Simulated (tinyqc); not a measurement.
Inside a calculation. Model: a six-terminal Hall bar with edge channels and a constriction, Landauer-Buettiker equations.

Program tinyqc, `OMP_NUM_THREADS=1 python tinyqc.py 2700120 2700121 out.jsonl`; Intel Xeon 2.30GHz, shared host, one thread, about 0.01 s. Printed values are rounded.

Contacts 1 (source) and 4 (drain) end the bar; 2 and 3 lie on the upper edge, 6 and 5 on the lower edge, with a constriction between 2 and 3 (and between 6 and 5). Carriers run 1 to 2 to 3 to 4 to 5 to 6 to 1 in M channels. The constriction passes Tc from 2 to 3 and from 5 to 6, and turns M - Tc from 2 to 6 and from 5 to 3. Signs are those of positive carriers; V4 = 0.

Parameters, values chosen for the exercise:
- M = 6 (edge channels, spin counted singly)
- Tc = 4 (summed transmission of the constriction)
- I = 100 nA (current from contact 1 to contact 4)

Constants: q = 1.602176634e-19 C, h = 6.62607015e-34 J s. Results are converted to the units shown.

## Transmission matrix

T_ij is the transmission from contact j to contact i.

T_ij:
```
,1,2,3,4,5,6
1,0,0,0,0,0,6
2,6,0,0,0,0,0
3,0,4,0,0,2,0
4,0,0,6,0,0,0
5,0,0,0,6,0,0
6,0,2,0,0,4,0
```

## Voltages

I_i = (q^2/h) [M V_i - sum_j T_ij V_j], with I_1 = I, V_4 = 0 and no current at 2, 3, 5, 6.

```
contact,V (uV)
1,645.3202
2,645.3202
3,430.2135
4,0.0000
5,0.0000
6,215.1067
```

## Resistances

R(a,b) = (V_a - V_b)/I.

resistances (kohm): R(1,4) 6.453202, R(2,3) 2.151067, R(2,6) 4.302135, R(2,5) 6.453202, R(3,6) 2.151067

In units of h/q^2: R(1,4) = R(2,5) = 1/Tc, R(2,3) = 1/Tc - 1/M, R(2,6) = 1/M, R(3,6) = 2/M - 1/Tc.
